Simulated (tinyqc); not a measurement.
Power iteration on a symmetric matrix, step by step. Computed by tinyqc, a small Python program that keeps every step. Settings: method = power, shift = 1.03. Command: `OMP_NUM_THREADS=1 python tinyqc.py 24566 24567 out.jsonl` (the two numbers bound the seeds that draw the settings). One thread of a shared host (Intel(R) Xeon(R) Processor @ 2.60GHz), about 0.01 s of CPU time with the checks.

A:
```
[[0.1490, -0.6500, -1.7050, -0.1770, 1.0200, -0.1700],
 [-0.6500, 0.8040, 1.0330, 1.1790, 0.2720, -0.7180],
 [-1.7050, 1.0330, 0.8190, -0.9800, 0.1790, -0.2910],
 [-0.1770, 1.1790, -0.9800, 0.8270, -0.6530, 0.4010],
 [1.0200, 0.2720, 0.1790, -0.6530, 2.2530, -0.4330],
 [-0.1700, -0.7180, -0.2910, 0.4010, -0.4330, 2.4150]]
```

Stop when the residual |A v - lambda v| is below 1e-9.

Steps:
```
step     lambda  residual
1     -1.284817  1.13e+00
2     -1.624319  6.34e-01
3     -1.680557  5.04e-01
4     -1.708979  4.17e-01
5     -1.726745  3.44e-01
6     -1.738001  2.84e-01
7     -1.745160  2.34e-01
8     -1.749741  1.93e-01
9     -1.752695  1.59e-01
10    -1.754615  1.31e-01
11    -1.755872  1.08e-01
12    -1.756700  8.89e-02
13    -1.757249  7.33e-02
14    -1.757615  6.05e-02
15    -1.757860  4.99e-02
16    -1.758025  4.12e-02
17    -1.758136  3.40e-02
18    -1.758211  2.81e-02
19    -1.758262  2.32e-02
20    -1.758296  1.92e-02
21    -1.758319  1.58e-02
22    -1.758335  1.31e-02
23    -1.758346  1.08e-02
24    -1.758353  8.93e-03
25    -1.758358  7.37e-03
26    -1.758362  6.09e-03
27    -1.758364  5.03e-03
28    -1.758366  4.16e-03
29    -1.758367  3.43e-03
30    -1.758367  2.84e-03
```

Can the last value be used, and what does the course show?

Not by the stop rule, although the second column moves by less than 1e-05 over the last three steps. Not converged in 30 steps: the residual falls only by the ratio of the two largest distances of eigenvalues from the shift, 0.83 a step. all eigenvalues, for comparison: [-1.7584, -1.0257, 1.5856, 1.9958, 3.1358, 3.3338].
